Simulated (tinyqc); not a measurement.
Donor near an oxide interface in a gate field (two-state model), step by step. Values are carried at full precision from step to step, so a last printed digit may differ when a step is redone from the rounded ones.

Interface at z = 0 (hard wall), donor at z = d, field F pulling electrons to the interface: potential e F z; 1 kV/cm = 1e-5 eV/angstrom, c = hbar^2/2m0, q = e^2/(4 pi eps0), Q = (eps - eo)/(eps + eo). Donor state: E_D = e F d - ED - q Q/(4 eps d), the last term joining the images of ion and electron. Interface state: z exp(-b z/2) exp(-rho^2/(2 L^2)) with E_z = c b^2/(4 mz) + 3 e F/b + q Q b/(8 eps), minimised over b; in the plane at z = 3/b the ion (distance D = d - 3/b) and its image (D' = d + 3/b) give E_rho = c/(mt L^2) - (q/eps)(sqrt(pi)/L)[erfcx(D/L) + Q erfcx(D'/L)], erfcx(x) = exp(x^2) erfc(x), minimised over L. E_I = E_z + E_rho.

Constants: hbar^2/2m0 = 3.80998211 eV angstrom^2; e^2/(4 pi eps0) = 14.39964547 eV angstrom.

Inputs chosen for the exercise (near those of a donor in Si below HfO2, static dielectric constants; the results hold for these values, not for the real material):
```
symbol  value  unit      meaning
d       160    angstrom  depth of the donor
ED      45.5   meV       bulk binding energy
mz      0.91   m0        mass across the interface
mt      0.191  m0        mass in the plane
eps     11.6             dielectric constant of the semiconductor
eo      22               dielectric constant of the oxide
F       43.9   kV/cm     field in the semiconductor
aD      14     angstrom  donor radius
v       0.47             valley factor
```

## The interface state across the interface

Solve c b/(2 mz) - 3 e F/b^2 + q Q/(8 eps) = 0; give Q, b, the three terms of E_z and <z> = 3/b.

Q = -0.3095
b = 0.09406 1/angstrom

kinetic, field and image terms (meV): [9.26, 14.00, -4.52]

<z> = 31.9 angstrom

The image pulls the electron towards the oxide; without it <z> would be 35.0 angstrom. The sign rests on the static constant; with the high-frequency one of such an oxide, about 4, the image would repel.

## Binding in the plane

Give D, D', the best L, both terms and E_rho.

D, D' (angstrom): [128.1, 191.9]

L = 132.3 angstrom

kinetic and Coulomb terms (meV): [1.14, -5.56]

E_rho = -4.42 meV

The bottom of the well lies at -7.7 meV, so the level is 43 % of the way up; L/D = 1.03. Above the critical field the ionised donor would thus still hold its electron as a dot at the interface.

## Where the electron sits

The two states couple by t = t0 exp(-D/aD) with t0 = q/(eps aD) (2 aD/L) sqrt(aD b/2) v, v a valley factor; this form is an estimate. With detuning u = E_D - E_I the splitting is sqrt(u^2 + 4 t^2) and the lower state has weight (1 - u/sqrt(u^2 + 4 t^2))/2 on the donor.

Give E_D, E_I, t, the splitting and the donor weight.

E_D, E_I (meV): [25.34, 14.32]

t = 0.000760 meV
splitting = 11.02 meV
donor weight = 0.000

The electron is at the interface; the contact hyperfine coupling scales with the donor weight. With this t, the tunnelling time pi hbar/(2t) at a crossing would be 1.36e+03 ps (hbar = 6.58212e-16 eV s); here the detuning is 1.45e+04 t.

## Critical field

Find F at which E_D = E_I; compare the rule e F d = ED. The crossing width is 4t/(e D), with t and D formed anew at that field.

critical field = 35.2 kV/cm
ED/(e d) = 28.4 kV/cm
width = 0.0028 kV/cm

The confinement energy E_z = 15.9 meV raises the field needed and the attraction E_rho = -4.5 meV lowers it; the result is 1.24 times the simple rule.

## Checks

- E_z without images against 1.5 x 6^(2/3)/2 (c (e F)^2/mz)^(1/3), meV: both 23.06.
- E_rho from the radial equation in the full Coulomb well against the Gaussian trial function, meV: -4.5 against -4.4.

(tinyqc, `OMP_NUM_THREADS=1 python tinyqc.py 1252046 1252047 out.jsonl`, Intel(R) Xeon(R) Processor @ 2.30GHz, 1 thread, shared host, about 0.06 s.)
